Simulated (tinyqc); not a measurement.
Worked calculation: electromigration in a confined line: Blech product, Korhonen stress evolution and Black's law. Computed by tinyqc, a small Python program that keeps every step. Command: `OMP_NUM_THREADS=1 python tinyqc.py 3028442 3028443 out.jsonl emigr walk`. One thread of a shared host (Intel(R) Xeon(R) Processor @ 2.30GHz), about 0.01 s of CPU time with the checks. Intermediate numbers are printed to about 6 digits and carried at full precision; extremes and crossings named in words are read from the listed rows.

The electron wind pushes atoms from the cathode (x = 0) to the anode (x = L); blocking ends build a back stress (tension positive). The input rho is taken not to change with temperature. d sigma/dt = d/dx [kappa (d sigma/dx + G)], with zero flux at both ends and sigma = 0 at t = 0.

Inputs (values chosen for the exercise, close to those used for cobalt lines):

| quantity | value | unit |
|---|---|---|
| resistivity rho | 10.2 | micro-ohm cm |
| atomic volume Omega | 11.1 | angstrom^3 |
| effective charge number Z* | 2.6 | - |
| prefactor D0 | 1.1e-06 | m^2/s |
| activation energy E | 1.33 | eV |
| effective modulus B | 47 | GPa |
| critical stress sigma_c | 280 | MPa |
| current density j | 3.2 | MA/cm^2 |
| line length L | 59 | um |
| test temperature T | 280 | C |
| time as a fraction of L^2/kappa, s | 0.069 | - |
| use temperature T_u | 85 | C |
| use current density j_u | 0.28 | MA/cm^2 |
| current exponent n | 1 | - |

Start: stress-free.

Constants: e = 1.602176634e-19 C; k_B = 8.617333262e-05 eV/K; k_B = 1.380649e-23 J/K.

## Driving force and diffusivities

G = Z* e rho j/Omega; D = D0 exp(-E/(k_B T)); kappa = D B Omega/(k_B T); drift velocity of an unconfined line v = D Z* e rho j/(k_B T). SI: 1 micro-ohm cm = 1e-8 ohm m, 1 MA/cm^2 = 1e10 A/m^2. Temperatures in kelvin are T(C) + 273.15.

stress gradient G = 122.493 MPa/um

diffusivity D = 8.38869e-19 m^2/s

kappa = 5.73045e-17 m^2/s

drift velocity = 0.537656 nm/h

## Steady state and Blech product

At steady state sigma(x) = G (L/2 - x). A void forms only if the cathode stress reaches sigma_c, that is if j L exceeds (j L)_c = 2 Omega (sigma_c)/(Z* e rho). Time scale tau = L^2/kappa.

steady cathode stress = 3613.54 MPa

j L = 18880 A/cm

critical product (j L)_c = 1462.94 A/cm

tau = 16873.8 h

j L is 12.9 times the critical product: the line can fail. Caution: a steady stress above sigma_c is formal, since a void forms first.

## Series terms at the cathode

sigma(x, t) = G L [1/2 - x/L - 4 sum_(m odd) cos(m pi x/L) exp(-m^2 pi^2 s)/(m pi)^2], s = t/tau, summed to m = 399. The terms at x = 0 are 4 exp(-m^2 pi^2 s)/(m pi)^2; tau = L^2/kappa.

terms for m = 1, 3, 5, 7: 0.205118  9.81107e-05  6.54527e-10  2.66400e-17

cathode stress at time s = 2130.42 MPa

time t = 1164.29 h

Caution: the stress exceeds sigma_c: a void would already have formed and relaxed it, so the value is formal.

## Stress along the line

Steady state: G L (1/2 - x/L). Take x/L = 0, 0.1, 0.2, 0.3, 0.4, 0.6, 0.8 and 1.

Stress (MPa):

| x/L | at time s | steady state |
|---|---|---|
| 0.0 | 2130.42 | 3613.54 |
| 0.1 | 1480.56 | 2890.83 |
| 0.2 | 969.05 | 2168.12 |
| 0.3 | 574.75 | 1445.42 |
| 0.4 | 265.19 | 722.71 |
| 0.6 | -265.19 | -722.71 |
| 0.8 | -969.05 | -2168.12 |
| 1.0 | -2130.42 | -3613.54 |

Caution: stresses above sigma_c are formal, since a void forms first.

## Finite line against the semi-infinite law

Semi-infinite line: sigma(0, t) = 2 G L sqrt(s/pi). One-term form: keep m = 1 alone.

Cathode stress (MPa):

| s | t (h) | full series | semi-infinite | one term |
|---|---|---|---|---|
| 0.002 | 3.37476e+01 | 364.70 | 364.70 | 741.76 |
| 0.005 | 8.43690e+01 | 576.64 | 576.64 | 825.55 |
| 0.01 | 1.68738e+02 | 815.49 | 815.49 | 959.79 |
| 0.02 | 3.37476e+02 | 1153.27 | 1153.28 | 1209.20 |
| 0.05 | 8.43690e+02 | 1821.54 | 1823.49 | 1825.38 |
| 0.1 | 1.68738e+03 | 2521.82 | 2578.80 | 2521.87 |
| 0.2 | 3.37476e+03 | 3206.67 | 3646.98 | 3206.67 |
| 0.4 | 6.74952e+03 | 3557.02 | 5157.60 | 3557.02 |
| 0.8 | 1.34990e+04 | 3612.45 | 7293.95 | 3612.45 |

Among these rows the semi-infinite law holds to 1 % up to s = 0.05 and the one-term form from s = 0.05 on: the far end is felt once sqrt(kappa t) is no longer small against L, and by then the terms with m > 1 have nearly died out. The critical stress 280 MPa is already passed in the first row. Caution: rows beyond sigma_c are formal, since a void ends the model there.

## Time to nucleate a void

Solve sigma(0, t) = sigma_c for s; the semi-infinite estimate is t = (pi/kappa) ((sigma_c)/(2 G))^2.

nucleation time = 19.8927 h

semi-infinite estimate = 19.8927 h

The two agree: the void nucleates before the far end is felt, so the time scales as 1/j^2 and not with L.

## Extrapolation by Black's law

Median life t50 = A j^(-n) exp(E/(k_B T)); acceleration factor = t50(use)/t50(test) = (j/j_u)^n exp[(E/k_B)(1/T_u - 1/T)].

current factor = 11.4286

temperature factor = 3.95966e+06

acceleration factor = 4.52533e+07

At the use current j_u L exceeds the critical product. Caution: an acceleration factor above a million assumes one mechanism over a range that no test covers.

Checks made by the program: series against a 200-cell finite-volume solution (on the scale of G L) (relative difference 8e-07).
